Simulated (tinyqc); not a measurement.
Strain-driven crossing of the Gamma and L valleys in a germanium-like crystal alloyed with tin: sweeps and comparisons. A value that a table varies takes the place of the one given here.

Biaxial loads: e0 is the in-plane strain e_par and the normal is free. (001): e_perp = -2 (C12/C11) e_par; exx = eyy = e_par, ezz = e_perp, no shear. (111): e_perp = -(2 C11 + 4 C12 - 4 C44)/(C11 + 2 C12 + 4 C44) e_par; exx = eyy = ezz = (2 e_par + e_perp)/3 and exy = eyz = ezx = (e_perp - e_par)/3. (110): e_perp = -(C11 + 3 C12 - 2 C44)/(C11 + C12 + 2 C44) e_par; exx = eyy = (e_par + e_perp)/2, ezz = e_par, exy = (e_perp - e_par)/2, eyz = ezx = 0. Uniaxial loads: a stress along n, scaled so that n.e.n = e0, with exx = s11 sxx + s12 (syy + szz), exy = s44 sxy/2, s11 = (C11 + C12)/((C11 - C12)(C11 + 2 C12)), s12 = -C12/((C11 - C12)(C11 + 2 C12)), s44 = 1/C44.

Edges from the unstrained valence top: Gamma at Eg + ac tr(e); an L valley with unit axis u at EgL + aL tr(e) + XuL (u.e.u - tr(e)/3), u along [111], [1-1-1], [-11-1], [-1-11]; valence edges are the levels of the 6 x 6 matrix of X, Y, Z times spin with -Dso/3 + l exx + m (eyy + ezz) on the diagonal (cyclic), n exy off it, l = av + 2 b, m = av - b, n = sqrt(3) d. Spin-orbit term (Dso/3) L.sigma on X, Y, Z with (L_k)_ij = -i epsilon_kij: <X+|H|Y+> = -i Dso/3, <X+|H|Z-> = Dso/3, <Y+|H|Z-> = -i Dso/3, <Z+|H|X-> = -Dso/3, <Z+|H|Y-> = i Dso/3, <X-|H|Y-> = i Dso/3, and their conjugates; + and - are the spin along z.

With tin the unstrained gaps become E(y) = (1 - y) E + y EgS - CS y (1 - y); all other values are kept.
Constants: kB = 8.617333262e-05 eV/K.

Values chosen for the exercise (near those of Ge, gaps at low temperature; the results hold for these values, not for the real material): Eg = 0.903 eV (gap at Gamma to the s-like level); EgL = 0.741 eV (gap to L); Dso = 0.285 eV (spin-orbit splitting); ac = -8.35 eV (conduction deformation potential); av = 1.23 eV (valence hydrostatic potential); b = -2.6 eV (tetragonal shear potential); d = -5.26 eV (trigonal shear potential); aL = -1.53 eV (hydrostatic potential of the L edge, Xd + Xu/3); XuL = 15.6 eV (uniaxial potential, L); y = 0.046 (tin fraction); EgS = (-0.426, 0.102) eV (Gamma and L gaps of the tin end); CS = (2.88, 1.03) eV (bowing of the Gamma and L gaps); C11 = 126.6 GPa; C12 = 49.2 GPa; C44 = 66.5 GPa; load = uniaxial [111] (kind of strain); mG = 0.0429 m0 (mass at Gamma); mL = 0.57 m0 (density-of-states mass of the four L valleys together); T = 77 K (temperature); e0 = 0.0237 (size of the strain).

## Which strain makes the gap direct

For tension the difference Gamma minus lowest L is linear in e0; slope per 1 % and the e0 at which it vanishes (a dash: no crossing below 15 %), with the gap there.

Results:

| load | slope (meV per 1 %) | crossing e0 (%) | gap at the crossing (eV) |
|---|---|---|---|
| biaxial (001) | -83.4 | 0.59 | 0.615 |
| biaxial (110) | -29.4 | 1.67 | 0.371 |
| biaxial (111) | 32.1 | - | - |
| uniaxial [100] | -30.0 | 1.63 | 0.592 |
| uniaxial [111] | -6.5 | 7.51 | -0.041 |
| uniaxial [110] | 11.9 | - | - |

The smallest strain is needed for biaxial (001) (0.59 %), then uniaxial [100] (1.63 %). No crossing below 15 % is found for biaxial (111) and uniaxial [110]: shear splits the L valleys and pulls the lowest down as fast as or faster than Gamma. Loads without off-diagonal strain, (001) and [100], gain (ac - aL) tr(e) = -68 meV per 1 % of volume. Crossings beyond about 3 % are sensitive to second-order terms, left out here. For uniaxial [111] the slope is a near cancellation, so terms beyond this linear model decide. A gap at or below zero marks a crossing beyond the range of this linear model.

## Sweep of a uniaxial [111] strain

The valence splitting is the distance of the top two edges. Share in Gamma = mG^(3/2)/(mG^(3/2) + (mL^(3/2)/4) sum_i exp(-(E_Li - E_Gamma)/kT)).

Results:

| e0 (%) | direct gap (eV) | indirect gap (eV) | Gamma - L (meV) | valence splitting (meV) | share in Gamma (%) |
|---|---|---|---|---|---|
| -1.68 | 0.747 | 0.418 | 330 | 137 | 2.15e-21 |
| -0.64 | 0.732 | 0.576 | 156 | 48 | 5.08e-10 |
| 0.40 | 0.675 | 0.629 | 46 | 27 | 0.00251 |
| 1.44 | 0.570 | 0.531 | 40 | 81 | 0.00698 |
| 2.48 | 0.466 | 0.433 | 33 | 115 | 0.0195 |
| 3.52 | 0.361 | 0.335 | 26 | 135 | 0.0542 |
| 4.56 | 0.256 | 0.237 | 19 | 148 | 0.151 |
| 5.60 | 0.151 | 0.139 | 12 | 156 | 0.419 |

The gap stays indirect over the sweep. This load splits the L valleys, and the lowest set changes where e0 changes sign, which bends the column Gamma - L. The direct gap goes from 0.747 to 0.151 eV; of that change -0.119 eV comes from the rise of the valence top through the shear terms and the rest from the volume. The share in Gamma goes from 2.15e-21 to 0.419 %. Beyond about 3 % terms of second order in the strain, left out here, matter.

## What each parameter does

Direct gap, Gamma minus the lowest L edge and the valence splitting. Each row changes one parameter from the base and keeps the others.

Results:

| case | direct gap (eV) | Gamma - L (meV) | valence splitting (meV) |
|---|---|---|---|
| base | 0.4768 | 33.6 | 112.4 |
| C44 = 56.525 GPa | 0.4924 | 50.2 | 114.6 |
| XuL = 13.26 eV | 0.4768 | 19.3 | 112.4 |
| ac = -9.6025 eV | 0.4564 | 13.3 | 112.4 |
| av = 1.4145 eV | 0.4738 | 33.6 | 112.4 |
| b = -2.99 eV | 0.4768 | 33.6 | 112.4 |
| y = 0.0529 | 0.4497 | 17.3 | 112.4 |
| e0 = 0.02725 | 0.4410 | 31.3 | 121.0 |

The largest shifts from the base row, up to three for each result and ties (the steps differ in size, so this ranks the rows, not the parameters). direct gap (eV): e0 -0.0358, y -0.0271, ac -0.0203; unchanged at the printed digits by XuL and b. Gamma - L (meV): ac -20.3, C44 +16.6, y -16.3; unchanged at the printed digits by av and b. valence splitting (meV): e0 +8.6, C44 +2.2; unchanged at the printed digits by XuL, ac, av, b and y.

tinyqc: `OMP_NUM_THREADS=1 python tinyqc.py 1050772 1050773 out.jsonl`; about 0.01 s, one thread, shared Intel(R) Xeon(R) Processor @ 2.30GHz.
